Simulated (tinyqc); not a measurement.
# Metal-interlayer-semiconductor contact, depinning against tunnelling resistance: contact resistivity against the interlayer thickness

Zero bias, n-type semiconductor. Gap states at the semiconductor surface thin out as exp(-be ti), which unpins the barrier; electrons must then cross the interlayer (a rectangular barrier, no voltage drop across it) and the parabolic depleted layer, both by WKB. Energies E are counted from the Fermi level; no image force, parabolic bands.

S = 1/(1 + (1/S0 - 1) exp(-be ti)); phiB = S (phiM - chi) + (1 - S)(Eg - E0); xi = Ec - EF deep inside, from Nd = Nc F(-xi/Vt), F(x) = (2/sqrt(pi)) int_0^infinity sqrt(u) du/(1 + exp(u - x)); band bending U = phiB - xi; E00 = (hbar/2) sqrt(Nd/(eps0 eps_r mt m0)) in volts; A = 4 pi q mA m0 kB^2/h^3. With U = phiB - xi: for xi < E < phiB, y = (E - xi)/U and G1 = (U/E00) [sqrt(1 - y) - y ln((1 + sqrt(1 - y))/sqrt(y))], G1 = 0 above phiB; G2 = 2 ti sqrt(mi max(phiB + dE - E, 0)/C), C = hbar^2/(2 m0); f = 1/(1 + exp(E/Vt)); 1/rho_c = (A T^2/Vt^2) times the integral of exp(-G1 - G2) f over E from xi upwards. Shares under 0.001 % are printed as 0; rows without band bending are left out.

Inputs (values chosen for the exercise); semiconductor values close to those of germanium; interlayer mass of the order of that in lanthanum oxide, offset chosen freely:

| symbol | value | unit | meaning |
|---|---|---|---|
| T | 300 | K | temperature |
| Eg | 0.638 | eV | band gap |
| eps_r | 16.5 |  | relative permittivity |
| chi | 4.06 | eV | electron affinity |
| Nc | 1.04e19 | cm^-3 | conduction-band density of states at T |
| mt | 0.118 | m0 | tunnelling mass in the semiconductor |
| mA | 1.06 | m0 | Richardson mass |
| Nd | 1.3e20 | cm^-3 | donor density |
| E0 | 0.092 | eV | charge-neutrality level above the valence band |
| S0 | 0.05 |  | pinning factor without interlayer |
| phiM | 3.98 | eV | metal work function |
| dE | 2.09 | eV | conduction-band offset of the interlayer above the semiconductor |
| mi | 0.3 | m0 | tunnelling mass in the interlayer |
| be | 5.3 | 1/nm | decay constant of gap states through the interlayer |

Constants: q = 1.602176634e-19 C, kB = 1.380649e-23 J/K, eps0 = 8.8541878128e-12 F/m, hbar = 1.054571817e-34 J s, h = 6.62607015e-34 J s, m0 = 9.1093837015e-31 kg, Vt = kB T/q, hbar^2/(2 m0) = 0.0380998212 eV nm^2. Results are converted to the units shown.

The same in every row: E00/Vt = 5.87.

Contact resistivity against the interlayer thickness:
```
ti (nm)       S  phiB (eV)  rho_c (ohm cm^2)  rho_c with G2 = 0 (ohm cm^2)  peak of the integrand (eV)  share above phiB (%)
0        0.0500      0.515           7.53e-9                       7.53e-9                     -0.0290                     0
0.3       0.205      0.418           6.24e-8                       4.25e-9                     -0.0291                     0
0.6       0.559      0.196           2.09e-7                       1.22e-9                     -0.0335                0.0370
0.9       0.861    0.00687           8.18e-7                      4.94e-10                     -0.0449                  14.7
1.2       0.968    -0.0601           6.85e-6                      4.02e-10                     -0.0620                  48.5
1.5       0.993    -0.0758           7.24e-5                      3.88e-10                     -0.0648                  58.1
1.8       0.999    -0.0791           8.04e-4                      3.86e-10                     -0.0596                  61.2
2.1        1.00    -0.0798           0.00901                      3.85e-10                     -0.0551                  62.8
2.4        1.00    -0.0800             0.101                      3.85e-10                     -0.0512                  64.2
```

As ti goes from 0 to 2.4, phiB falls from 0.515 to -0.0800 eV and rho_c rises from 7.53e-9 to 0.101 ohm cm^2. No thickness listed beats the bare contact: tunnelling through the layer costs more than the change of the barrier gains. The ratio of rho_c to its value with G2 = 0 runs from 1.00 to 2.63e8.

Range of the model: The depletion charge would drop about 0.13 V across such an interlayer (eps_r near 25) at ti = 0.6 nm and Nd = 1.3e20 cm^-3, against a band bending of 0.36 V; this model leaves that drop out.

Program tinyqc, `OMP_NUM_THREADS=1 python tinyqc.py 2270140 2270141 out.jsonl`; Intel Xeon 2.30GHz, shared host, one thread, about 0.03 s.
